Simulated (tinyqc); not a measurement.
Thin-body film or fin with hard walls, valleys of the Si type: one step. Subband edges. Three cases, with inputs chosen for the exercise.

Problem. The seven lowest levels of all groups together; primes mark the lighter m_z.

A film of thickness t between hard walls, flat band inside: E_n = c (n pi/t)^2/m_z above the bulk edge, c = hbar^2/2m0. Without degeneracy the sheet density is N2 exp((EF - Ec)/kB T) with N2 = sum_i g m_d/(2 pi c) kB T exp(-E_i/kB T) over n = 1 to 40 of each group; a classical film has t Nc with Nc = 2 g_all (m_dos kB T/(4 pi c))^(3/2), m_dos = (ml mt^2)^(1/3). The threshold shift is dVt = kB T ln(t Nc/N2).

Constants: hbar^2/2m0 = 3.80998211 eV angstrom^2.

Give: Subbands.

Case 1.

Values chosen (out of a larger set: near those of Si; not measured data): t = 40 angstrom (body thickness).

Valleys (masses in m0):
```
valleys g,cos^2(theta),m_z,m_1,m_2,m_d
4,0.500000,0.311504,0.188000,0.548000,0.320974
2,0.000000,0.188000,0.188000,0.908000,0.413163
```

Solution.

Subbands:
```
label,valleys g,E (eV)
1,4,0.0754
1',2,0.1250
2,4,0.3018
2',2,0.5000
3,4,0.6790
3',2,1.1251
4,4,1.2071
```

The second subband, 1', lies 49.6 meV above the first, 1.9 kB T at 300 K.

Case 2.

Values chosen (out of a larger set: near those of Si; not measured data): t = 78 angstrom (body thickness).

Valleys (masses in m0):
```
valleys g,cos^2(theta),m_z,m_1,m_2,m_d
6,0.333333,0.254648,0.187000,0.676333,0.355632
```

Solution.

Subbands:
```
label,valleys g,E (eV)
1,6,0.0243
2,6,0.0971
3,6,0.2184
4,6,0.3883
5,6,0.6068
6,6,0.8738
7,6,1.1893
```

The second subband, 2, lies 72.8 meV above the first, 2.8 kB T at 300 K.

Case 3.

Values chosen (out of a larger set: near those of Si; not measured data): t = 76 angstrom (body thickness).

Valleys (masses in m0):
```
valleys g,cos^2(theta),m_z,m_1,m_2,m_d
4,0.500000,0.311267,0.188000,0.546000,0.320387
2,0.000000,0.188000,0.188000,0.904000,0.412252
```

Solution.

Subbands:
```
label,valleys g,E (eV)
1,4,0.0209
1',2,0.0346
2,4,0.0837
2',2,0.1385
3,4,0.1882
3',2,0.3117
4,4,0.3346
```

The second subband, 1', lies 13.7 meV above the first, 2.1 kB T at 77 K.

Computed by tinyqc, one run a case: `OMP_NUM_THREADS=1 python tinyqc.py N N+1 out.jsonl` with N = 1252191, 1252492, 1280077; one thread of a shared Intel(R) Xeon(R) Processor @ 2.30GHz, about 0.01 s a run at most.
